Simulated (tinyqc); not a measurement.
Worked calculation: interface roughness in a thin film (subband fluctuation and scattering). Values are carried at full precision from step to step, so a last printed digit may differ when a step is redone from the rounded ones.

Square well of width t, barriers V0, c = hbar^2/2m0: E1 solves k t + 2 atan[(k/mz)/(kappa/mb)] = pi, k = sqrt(mz E/c), kappa = sqrt(mb (V0 - E)/c). One interface is rough, so the subband edge fluctuates by G dt with G = |dE1/dt| (central difference of 0.01 angstrom; 2 E1/t for hard walls).

Constants: hbar^2/2m0 = 3.80998211 eV angstrom^2; e^2/(4 pi eps0) = 14.39964547 eV angstrom; hbar = 6.58211957e-16 eV s.

Values chosen for the exercise (near those of a thin Si channel on (100), two-fold valleys; shifted at random, so the results belong to these values and not to a real crystal): t = 34 angstrom (film thickness); mz = 0.942 m0 (confinement mass); V0 = 2.91 eV (barrier); mb = 0.5 m0 (barrier mass); D = 2.5 angstrom (rms height of the roughness); md = 0.19 m0 (mass in the plane); gv = 2 (valleys); Lc = 44 angstrom (correlation length); Ns = 2.5 x 1e12/cm^2 (sheet density); eps = 7.5 (mean dielectric constant at the channel); Lg = 120 angstrom (gate length); Wg = 250 angstrom (gate width).

## Sensitivity of the level to thickness

Give E1, G, the hard-wall values and the rms fluctuation G D.

E1 = 31.28 meV
G = |dE1/dt| = 1.7506 meV/angstrom

hard walls: E1 (meV) and G (meV/angstrom): [34.531, 2.031]

G D = 4.38 meV

Hard walls overstate G by a factor 1.16, and the scattering rate, which goes as G^2, by 1.35.

## The angular integrand

Gaussian roughness spectrum S(q) = pi D^2 Lc^2 exp(-q^2 Lc^2/4). Degenerate gas, taken to fill one subband (the second starts to fill once c kF^2/md exceeds E2 - E1, which is not tested here): kF = sqrt(2 pi Ns/gv), q = 2 kF sin(theta/2), 1/tau = (md/(2 pi c hbar)) G^2 times the integral from 0 to pi of S(q)(1 - cos theta)/eps(q)^2 dtheta, eps(q) = 1 + qs/q with screening (qs = gv md q0/(c eps), q0 = e^2/(4 pi eps0), form factors left out, which overstates the screening; other scattering is left out too, so these values lie far above measured mobilities in all but the thinnest films) or 1 without; mobility = tau c2/md with c2 = e/m0 = 1.75882e15 cm^2/(V s^2); 1e12/cm^2 = 1e-4/angstrom^2.

kF, qs, and exp(-q^2 Lc^2/4)(1 - cos theta) without and with the factor 1/eps^2 at theta = 30, 60, ..., 180 degrees.

kF = 0.02802 1/angstrom
qs = 0.1915 1/angstrom

Integrand:
```
theta  q (1/angstrom)   bare  eps(q)  screened
30             0.0145  0.121   14.20  0.000600
60             0.0280  0.342    7.83   0.00557
90             0.0396  0.468    5.83    0.0137
120            0.0485  0.480    4.94    0.0196
150            0.0541  0.452    4.54    0.0219
180            0.0560  0.437    4.42    0.0224
```

kF Lc = 1.23: the spectrum cuts off large angles, and the bare integrand is largest at 120 degrees among these rows.

## Scattering time and mobility

Integrate over theta.

Results:
```
case      integral   tau (fs)  mobility (cm^2/(V s))
bare         1.089      653.6                   6050
screened   0.03805  1.871e+04              1.732e+05
```

Screening raises the mobility by a factor 28.6. With it kF l = 895, so by this rate the carriers are far from localisation. Phonons, and the gate field that presses carriers to the wall, limit real channels far below this value.

## Threshold variation

Averaged over an area A = Lg Wg much larger than Lc^2, the thickness varies by D sqrt(pi Lc^2/A), so sigma(Vt) = G D Lc sqrt(pi/A)/e; the Pelgrom coefficient is sigma sqrt(A) (1 micrometre = 1e4 angstrom).

rms of the mean thickness = 1.126 angstrom
sigma(Vt) = 1.971 mV
coefficient = 0.0341 mV micrometre

The electrostatic effect of the thickness is left out. Lc is not small against the gate, so the averaging formula overstates the variation.

## Checks

- G from the envelope at the wall, psi(t/2)^2 (E1 + c mz (kappa/mb)^2), against the difference quotient, meV/angstrom: both 1.751.
- Bare integral for Lc -> 0 against pi: both 3.1416.

(tinyqc, `OMP_NUM_THREADS=1 python tinyqc.py 1252615 1252616 out.jsonl`, Intel(R) Xeon(R) Processor @ 2.30GHz, 1 thread, shared host, about 0.01 s.)
